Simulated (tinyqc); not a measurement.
Three surfaces against bond counting: Gupta-type many-body potential for a metal. Computed by tinyqc, a small Python program. Command: `OMP_NUM_THREADS=1 python tinyqc.py 3001892 3001893 out.jsonl gupta walk`. One thread of a shared host (Intel(R) Xeon(R) Processor @ 2.30GHz), about 0.01 s of CPU time with the checks.

E_i = sum_j A exp(-p (r_ij/r0 - 1)) - xi rho_i^gamma, with rho_i = sum_j exp(-2 q (r_ij/r0 - 1)); gamma = 1/2 is the tight-binding second-moment form. The crystal is fcc unless stated; d is the neighbour distance and a fixed number of shells is kept.

Inputs (values chosen for the exercise, modelled on silver):
```
quantity,value,unit
repulsion A,0.105,eV
hopping xi,1.17,eV
decay p,10.7,-
decay q,3.07,-
reference distance r0,2.889,angstrom
shells kept,2,-
embedding exponent gamma,0.5,-
```

Constants: 1 eV/angstrom^3 = 160.2176634 GPa; 1 eV/angstrom^2 = 16.02176634 J/m^2.

Method:
- fcc shells: d sqrt(k), k = 1..5, with 12, 6, 24, 12, 24 atoms; Omega = d^3/sqrt2.
- Equilibrium: dE/dd = 0; B = d^2 E''(d)/(9 Omega).
- Cut the crystal without relaxation; an atom in layer l keeps the neighbours that lie below the surface plane. Excess = E_i + E_c. Surface energy = sum of excesses over the layers, divided by the area per surface atom: (sqrt3/2) d^2 for (111), d^2 for (100), sqrt2 d^2 for (110).
- Bond counting with pair bonds charges E_c/12 for each missing nearest neighbour: 3, 4 and 6 per surface cell.

neighbour distance d = 2.90949 angstrom

cohesive energy E_c = 2.86687 eV

Surfaces:
```
face,missing bonds,excess (eV),bond counting (eV),ratio,surface energy (J/m^2)
(111),3,0.26787,0.7167,0.37374,0.58542
(100),4,0.34733,0.9556,0.36346,0.65738
(110),6,0.54985,1.4334,0.38359,0.73588
```

What does the comparison show, and why?

The order of surface energies is (111) < (100) < (110), with (110)/(111) = 1.257 against 1.225 from counting first-neighbour bonds. The excess is 0.36 to 0.38 of the bond-counting value: atoms with fewer neighbours have stronger bonds. Further shells enter the excess but not the count. Caution: relaxation, left out here, lowers surface energies. Caution: fitted second-moment potentials usually give surface energies well below measured ones.
